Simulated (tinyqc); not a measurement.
Comparisons within one model: quantum-confined Stark effect in a modulator well. A value that a table varies takes the place of the one given here.

Envelopes on cells of 0.5 angstrom over the well |z| < L/2 and 45 angstrom of barrier on each side, psi = 0 beyond, psi'/m continuous (mean mass between points), c = hbar^2/2m0. The electron sees + e F z and the hole - e F z, each with its offset in the barriers; 1 kV/cm = 1e-5 eV/angstrom. Light holes, band mixing and escape by tunnelling are left out.

Exciton: in-plane function exp(-rho/lam), 1/mu = 1/me + 1/mp, E(lam) = c/(mu lam^2) - (q/eps) times the integral over k of Fm(k)(1 + (k lam/2)^2)^(-3/2), Fm(k) the double integral of psi_e^2 psi_h^2 exp(-k |z - z'|), q = e^2/(4 pi eps0); binding Eb = -E at the minimum. Line at Eg + E_e + E_h - Eb, strength proportional to overlap^2/lam^2.

Constants: hbar^2/2m0 = 3.80998211 eV angstrom^2; e^2/(4 pi eps0) = 14.39964547 eV angstrom; hc = 1239.841984 eV nm.

Values chosen for the exercise (near those of an InGaAs well in InAlAs; shifted at random, so the results belong to these values and not to a real crystal): L = 78 angstrom (well width); Vc = 0.471 eV (conduction offset); Vv = 0.202 eV (heavy-hole offset); me = 0.0435 m0 (electron, well); meb = 0.0761 m0 (electron, barrier); mh = 0.376 m0 (heavy hole along z, well); mhb = 0.428 m0 (heavy hole, barrier); Eg = 0.77 eV (gap of the well); mp = 0.113 m0 (heavy hole in the plane); eps = 13.8 (dielectric constant); Fs = (0, 31, 61, 92, 127, 163, 204) kV/cm (fields); Ls = (50, 66, 84, 104, 126, 150, 170) angstrom (widths); F_L = 138 kV/cm (field for this table); F = 147 kV/cm (field).

## Raising the field

All quantities anew; shifts from zero field.

Results:
```
F (kV/cm)  dE_e (meV)  dE_h (meV)  Eb (meV)  line shift (meV)  overlap^2  relative strength
0                0.00        0.00      5.99              0.00      0.975              1.000
31              -0.20       -0.80      5.96             -0.96      0.945              0.960
61              -0.77       -2.99      5.87             -3.64      0.872              0.864
92              -1.76       -6.50      5.75             -8.01      0.774              0.741
127             -3.34      -11.65      5.60            -14.59      0.661              0.605
163             -5.47      -17.95      5.45            -22.88      0.554              0.484
204             -8.52      -26.10      5.28            -33.90      0.449              0.373
```

What can be read from the table?

The line shift grows with exponent 1.97 in F at low field and 1.75 at the end, as the carriers come up against opposite walls and the dipole begins to saturate. The hole gives 80 % of the level shift in the second row and 75 % in the last. The largest shift is 5.7 times the zero-field binding, yet 88 % of the binding survives, since the walls stop the field from pulling the pair apart. Half the strength is gone between 127 and 163 kV/cm.

## Width of the well

Zero-field line, its shift at F_L and the relative strength.

Results:
```
L (angstrom)  line at F = 0 (nm)  Eb (meV)  shift (meV)  relative strength  shift x strength (meV)
50                        1369.9      6.46        -5.31              0.900                    4.78
66                        1437.3      6.18       -10.91              0.736                    8.03
84                        1485.7      5.90       -20.55              0.479                    9.84
104                       1520.1      5.63       -34.76              0.237                    8.24
126                       1544.7      5.37       -53.82              0.087                    4.67
150                       1562.4      5.12       -77.94              0.023                    1.76
170                       1572.7      4.93      -100.09              0.006                    0.61
```

What does this show?

The shift grows with exponent 2.60 in L over the first two rows and 2.00 over the last two, against 4 for hard walls at second order; leakage lowers it in narrow wells and saturation in wide ones. The strength falls from 0.90 to 0.01, and the product of the two is largest at 84 angstrom.

## What each parameter does

Zero-field line, shift at F, overlap^2 and Eb at F. Each row changes one parameter from the base and keeps the others.

Results:
```
case             line (nm)  shift (meV)  overlap^2  Eb (meV)
base                1471.9       -19.02      0.600      5.51
L = 68 angstrom     1443.8       -13.30      0.722      5.84
F = 118 kV/cm       1471.9       -12.75      0.689      5.64
Vc = 0.377 eV       1479.9       -19.71      0.583      5.46
Vv = 0.253 eV       1471.2       -18.10      0.616      5.56
me = 0.05 m0        1479.7       -19.05      0.592      5.90
mh = 0.32 m0        1469.6       -18.49      0.625      5.52
eps = 12.4          1474.0       -18.89      0.600      6.60
```

How do the results move?

The largest shifts from the base row, up to three for each result and ties (the steps differ in size, so this ranks the rows, not the parameters). line (nm): L -28.0, Vc +8.0, me +7.9; unchanged at the printed digits by F. shift (meV): F +6.27, L +5.72, Vv +0.92. overlap^2: L +0.123, F +0.090, mh +0.026; unchanged at the printed digits by eps. Eb (meV): eps +1.09, me +0.39, L +0.33.

Run: tinyqc, `OMP_NUM_THREADS=1 python tinyqc.py 1250131 1250132 out.jsonl`; Intel(R) Xeon(R) Processor @ 2.30GHz, one thread, shared host; about 0.2 s of CPU time with all checks.
